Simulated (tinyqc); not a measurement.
# Single-junction solar cell, detailed-balance limit: where the incident power goes

Every photon above the gap Eg makes one pair and none below is absorbed; carriers thermalise at T and move without loss. Jsc = q fs X Phi(Eg, Ts); the dark current is J0 = q ge Phi(Eg, T)/ERE with the Boltzmann factor exp(V/Vt). The efficiency is the electrical power over fs X sigma Ts^4.

Photon flux above E from a black body at temperature T into a hemisphere: Phi(E, T) = A sum_k exp(-k E/th)[E^2 th/k + 2 E th^2/k^2 + 2 th^3/k^3], k = 1, 2, ..., with th = kB T/q in eV and A = 2 pi q^3/(h^3 c^2). J(V) = Jsc - J0 (exp(V/Vt) - 1); Voc = Vt ln(1 + Jsc/J0); at maximum power v = Vmp/Vt solves (1 + v) exp(v) = 1 + Jsc/J0. Pin = fs X sigma Ts^4, sigma = 2 pi^5 kB^4/(15 h^3 c^2). Power above the gap Pg = fs X A q sum_k exp(-k Eg/th)[Eg^3 a + 3 Eg^2 a^2 + 6 Eg a^3 + 6 a^4], a = th/k at Ts. Shares: Pin - Pg; Pg - Jsc Eg/q; Jsc (Eg/q - Voc); Jsc (Voc - Vmp); (Jsc - Jmp) Vmp; Jmp Vmp.

Inputs (values chosen for the exercise):
```
symbol    value  unit                                    meaning
T           350     K                           cell temperature
Ts         6000     K          temperature of the black-body sun
fs      2.16e-5        share of the hemisphere filled by the sun
X           500                                    concentration
ERE         0.1                    external radiative efficiency
ge            1                        number of faces that emit
Eg         1.03    eV                                   band gap
```

Constants: q = 1.602176634e-19 C, kB = 1.380649e-23 J/K, h = 6.62607015e-34 J s, c = 299792458 m/s, Vt = kB T/q. Results are converted to the units shown.

Shares of Pin:
```
                share (%)
below the gap       17.96
thermalisation      38.39
Eg/q to Voc         6.485
Voc to Vmp          4.203
Jsc to Jmp          1.230
output              31.73
```

What do the numbers show?

The six shares add up to 100 %. The largest loss is "thermalisation" with 38.4 %. The two spectral losses take 56.4 % together, more by thermalisation than below the gap: a larger gap would shift the balance.

Program tinyqc, `OMP_NUM_THREADS=1 python tinyqc.py 2820113 2820114 out.jsonl`; Intel Xeon 2.30GHz, shared host, one thread, about 0.01 s.
